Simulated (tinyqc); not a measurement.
Hubbard ring of 4 sites, step by step. Computed by tinyqc, a small Python program that keeps every step. Settings: hopping = 0.81, U = 8.4, mixing = 0.2, iteration cap = 66. Command: `OMP_NUM_THREADS=1 python tinyqc.py 31974 31975 out.jsonl` (the two numbers bound the seeds that draw the settings). One thread of a shared host (Intel(R) Xeon(R) Processor @ 2.60GHz), about 0.2 s of CPU time with the checks. Later iterations appear only in the table of the cycle.

## Mean-field iteration 1

one-body matrix (hopping and site energies) (eV):
```
           1          2          3          4
1   0.550000  -0.810000   0.000000  -0.810000
2  -0.810000  -0.820000  -0.810000   0.000000
3   0.000000  -0.810000   0.910000  -0.810000
4  -0.810000   0.000000  -0.810000  -0.630000
```

U = 8.400000 eV

electrons, up and down: 2  1

mixing = 0.200000

n(up) at the start (a guess, not normalised): 1 0.550000, 2 0.450000, 3 0.550000, 4 0.450000

n(down) at the start (a guess): 1 0.200000, 2 0.300000, 3 0.200000, 4 0.300000

H(up) = T + U n(down), H(down) = T + U n(up); fill the lowest levels; n(new) = n + mixing (n(out) - n); E = tr T (rho up + rho down) + U sum n_up n_down of the output.

levels, up (eV): 0.442908  1.796926  2.402693  3.767474

levels, down (eV): 2.206696  3.062765  5.322696  6.217843

energy = 1.469348 eV

n(up) after iteration 1: 1 0.488898, 2 0.522953, 3 0.473649, 4 0.514500

n(down) after iteration 1: 1 0.183335, 2 0.336544, 3 0.178553, 4 0.301569

## Mean-field iteration 2

As before.

levels, up (eV): 0.468279  1.955285  2.247172  3.739263

levels, down (eV): 2.481074  3.633823  4.766914  5.928189

energy = 0.778884 eV

n(up) after iteration 2: 1 0.445352, 2 0.569445, 3 0.416608, 4 0.568595

n(down) after iteration 2: 1 0.183476, 2 0.342664, 3 0.172901, 4 0.300959

## Convergence

Each step fills the lowest levels of T + U n(other spin) and sets n(new) = n + mixing (n(out) - n); stop when output and input agree to 1e-8.

Course of the cycle:
```
iteration       E (eV)  largest |n(out) - n(in)|  mean |n_up - n_down|
1           1.46934842                  3.82e-01              0.250000
2           0.77888391                  2.85e-01              0.250000
3           0.32969572                  2.21e-01              0.257585
4          -0.01348852                  1.92e-01              0.306407
5          -0.31755941                  1.74e-01              0.370035
6          -0.59983575                  1.61e-01              0.430333
7          -0.85059972                  1.54e-01              0.483981
8          -1.05698320                  1.50e-01              0.528875
9          -1.21591306                  1.43e-01              0.564688
10         -1.33401488                  1.50e-01              0.592433
11         -1.42185804                  1.64e-01              0.613646
...                ...                       ...                   ...
56         -1.81835747                  1.14e-03              0.720682
57         -1.81835786                  9.82e-04              0.720690
58         -1.81835815                  8.46e-04              0.720698
59         -1.81835837                  7.28e-04              0.720704
60         -1.81835852                  6.27e-04              0.720710
61         -1.81835864                  5.39e-04              0.720714
62         -1.81835873                  4.64e-04              0.720718
63         -1.81835879                  3.99e-04              0.720722
64         -1.81835883                  3.43e-04              0.720725
65         -1.81835887                  2.95e-04              0.720727
66         -1.81835889                  2.53e-04              0.720729
```

Not converged within 66 iterations: the residual falls steadily but slowly, by a factor of about 0.86 a step. The lowest mean-field energy found from random starts is -1.81836 eV. Reruns (cap 100 unless said): mixing 0.5: not converged; mixing 0.9: not converged; the original settings with a cap of 400: converged in 133 (E = -1.81836).

## Exact diagonalisation (24 states)

Lowest levels of the sector, and the double occupancy of the lowest state.

lowest levels (eV): -2.145905  -1.834502  -1.790777  -1.269434  -1.242045  -0.702498

double occupancy per site = 0.015582

## The lowest level by Lanczos steps

From a random start vector (not printed): a_j = <q_j|H|q_j>, b_j = norm of the remainder after orthogonalising; the Ritz value is the lowest eigenvalue of the tridiagonal matrix of a and b so far.

Lanczos:
```
j   a_j (eV)  b_j (eV)  lowest Ritz value (eV)
1   4.717508  4.530284              4.71750834
2   5.474618  2.806257              0.54999087
3   4.942233  5.127760             -0.21417639
4   3.790701  1.853689             -1.74891264
5   6.653457  3.264213             -1.88936639
6   4.443537  4.141922             -1.92461261
7   5.014576  3.369673             -1.95637181
8   4.476828  4.501911             -1.98376351
9   4.839527  1.202441             -2.07746346
10  2.233798  4.193011             -2.09520206
```
